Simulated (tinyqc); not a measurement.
# From current density J back to band mobility mu

Model: space-charge-limited current through a thin insulating or semi-insulating film with traps. Computed by tinyqc, a small Python program. Command: `OMP_NUM_THREADS=1 python tinyqc.py 3029755 3029756 out.jsonl sclc inv`. One thread of a shared host (Intel(R) Xeon(R) Processor @ 2.30GHz), about 0.01 s of CPU time with the checks.

One ohmic injecting contact at x = 0 (field zero), drift only, non-degenerate free carriers.

Inputs (values chosen for the exercise, modelled on HfO2):

| quantity | value | unit |
|---|---|---|
| permittivity eps | 22 | - |
| effective density of states N_c | 1.1e+20 | 1/cm^3 |
| trap density N_t | 1.8e+17 | 1/cm^3 |
| equilibrium Fermi level below the band edge, E_0 | 0.78 | eV |
| thickness d | 390 | nm |
| free density at the anode, in units of N_c | 4.3e-08 | - |
| temperature T | 250 | K |
| characteristic temperature T_c | 900 | K |

Traps: exponential tail.

Constants: k_B = 8.617333262e-05 eV/K; eps_0 = 8.8541878128e-12 F/m; e = 1.602176634e-19 C.

Method:
- Free density n_0 = N_c exp(-E_0/k_B T) in equilibrium; trapped density n_t(n) = N_t (n/N_c)^(T/T_c) (the low-temperature form).
- J = e mu n F and (eps eps_0/e) dF/dx = n - n_0 + n_t(n) - n_t(n_0) = rho(n). With F = J/(e mu n): d = (eps eps_0 J/(e^2 mu)) I_1 and V = (eps eps_0 J^2/(e^3 mu^2)) I_2, I_k = int_(n_L)^infinity dn/(n^(k+1) rho(n)), n_L the density at the anode; with u = n_L/n, 200 Gauss-Legendre points in t, u = 1 - (1 - t)^2.
- Anode field J/(e mu n_L); Mott-Gurney current (9/8) eps eps_0 mu V^2/d^3; ohmic current e n_0 mu V/d.

Task: A run gave the result below. Find the band mobility mu, known to lie between 0.031 and 0.074 cm^2/(V s).

current density J = 0.00023751 A/cm^2

Result:

Each step takes the trial c = (a f_b - b f_a)/(f_b - f_a), f being the result less the target and a, b, c the logarithms of the listed values; c replaces end b, the old b replaces a if the sign of f changed, and otherwise f_a is halved.

Scan of the range:

| band mobility mu (cm^2/(V s)) | current density J (A/cm^2) |
|---|---|
| 0.0310 | 1.56223e-04 |
| 0.0358 | 1.80413e-04 |
| 0.0414 | 2.08634e-04 |
| 0.0479 | 2.41390e-04 |
| 0.0554 | 2.79186e-04 |
| 0.0640 | 3.22526e-04 |
| 0.0740 | 3.72920e-04 |

False position (Illinois rule, in the logarithm of the input) inside the bracket:

| step | end a | end b | trial | current density J (A/cm^2) |
|---|---|---|---|---|
| 1 | 0.0414000 | 0.0479000 | 0.0470796 | 2.37256e-04 |
| 2 | 0.0479000 | 0.0470796 | 0.0471296 | 2.37508e-04 |
| 3 | 0.0479000 | 0.0471296 | 0.0471304 | 2.37512e-04 |
| 4 | 0.0471296 | 0.0471304 | 0.0471300 | 2.37510e-04 |

Current density J rises at every point of a 13-point scan of the range (every second point is shown), so one value fits; it is bracketed by 0.0414 and 0.0479. The scan shows a pure power law with exponent 1.000, so scaling from any one row also gives the answer directly. Answer: band mobility mu = 0.04713 cm^2/(V s).

Caution: V is below 10 k_B T/e, where diffusion from the contact, left out here, dominates.
